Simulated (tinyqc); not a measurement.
Worked calculation: extended Hueckel theory, for H6+. The parameters take no account of the charge, which enters only through the electron count. Computed by tinyqc, a small Python program that keeps every step (integrals from PySCF). Settings: charge = 1, K = 1.5, weighted = 1, multiplicity = 2. Command: `OMP_NUM_THREADS=1 python tinyqc.py 22618 22619 out.jsonl` (the two numbers bound the seeds that draw the settings). One thread of a shared host (Intel(R) Xeon(R) Processor @ 2.60GHz), about 0.01 s of CPU time with the checks.

## Overlaps

Geometry (angstrom):
```
atom        x        y        z
H     0.00000  0.00000  0.00000
H     0.00000  0.00000  0.87400
H     0.00000  0.00000  2.02700
H     0.00000  0.00000  2.90100
H     0.00000  0.00000  4.05300
H     0.00000  0.00000  4.92700
```

Parameters chosen for this run:
```
element  shell  Slater exponent  H_ii (eV)
H           1s          1.30000  -13.60000
```

Slater orbitals, each expanded in six Gaussians scaled to its exponent.

overlap S, lower triangle:
```
         1H 1s    2H 1s    3H 1s    4H 1s    5H 1s    6H 1s
1H 1s  1.00000
2H 1s  0.54717  1.00000
3H 1s  0.09794  0.38302  1.00000
4H 1s  0.02013  0.09794  0.54717  1.00000
5H 1s  0.00196  0.01179  0.09811  0.38355  1.00000
6H 1s  0.00027  0.00196  0.02017  0.09811  0.54717  1.00000
```

## Wolfsberg-Helmholz matrix

diagonal H_ii (eV): 1H 1s -13.60000, 2H 1s -13.60000, 3H 1s -13.60000, 4H 1s -13.60000, 5H 1s -13.60000, 6H 1s -13.60000

K = 1.50000

H_ij = K' S_ij (H_ii + H_jj)/2 for i != j (the diagonal keeps H_ii), with K' = K + D^2 + D^4 (1 - K), D = (H_ii - H_jj)/(H_ii + H_jj), K = 1.5.

H (eV), lower triangle:
```
           1H 1s      2H 1s      3H 1s      4H 1s      5H 1s      6H 1s
1H 1s  -13.60000
2H 1s  -11.16229  -13.60000
3H 1s   -1.99808   -7.81366  -13.60000
4H 1s   -0.41064   -1.99808  -11.16229  -13.60000
5H 1s   -0.04002   -0.24046   -2.00150   -7.82434  -13.60000
6H 1s   -0.00554   -0.04002   -0.41142   -2.00150  -11.16229  -13.60000
```

## Orbitals

valence electrons = 5

Solve H C = S C e through S^(-1/2); fill by pairs from the bottom, a degenerate level sharing its electrons equally; each orbital has its largest coefficient positive (the first on a tie).

orbital energies (eV): -16.99624  -16.14318  -14.58500  -8.43609  -3.05520  4.33100

occupations: 2.00000  2.00000  1.00000  0.00000  0.00000  0.00000

coefficients:
```
           MO1       MO2       MO3       MO4       MO5       MO6
1H 1s  0.19985   0.37667   0.43950  -0.61497  -0.70393  -0.46115
2H 1s  0.28602   0.39521   0.22724   0.40350   0.83945   0.75774
3H 1s  0.35812   0.12412  -0.42740   0.58183  -0.27820  -1.01417
4H 1s  0.35831  -0.12394  -0.42706  -0.58163  -0.27690   1.01516
5H 1s  0.28651  -0.39461   0.22749  -0.40367   0.83814  -0.75977
6H 1s  0.20020  -0.37610   0.43994   0.61532  -0.70283   0.46234
```

sum of one-electron energies = -80.86384 eV

## Mulliken analysis

P = C n C^T; charge = valence electrons (H 1) minus the sum of (P S)_ii on the atom; overlap population = 2 sum P_ij S_ij between two atoms.

charges: 1H 0.16126, 2H 0.11374, 3H 0.22473, 4H 0.22467, 5H 0.11401, 6H 0.16160

Overlap populations:
```
pair      value
2-1    0.560213
3-1    0.009560
3-2    0.157684
4-1   -0.005549
4-2    0.001951
4-3    0.446929
5-1   -0.000325
5-2   -0.002271
5-3    0.001967
5-4    0.158005
6-1   -0.000005
6-2   -0.000325
6-3   -0.005566
6-4    0.009579
6-5    0.559894
```
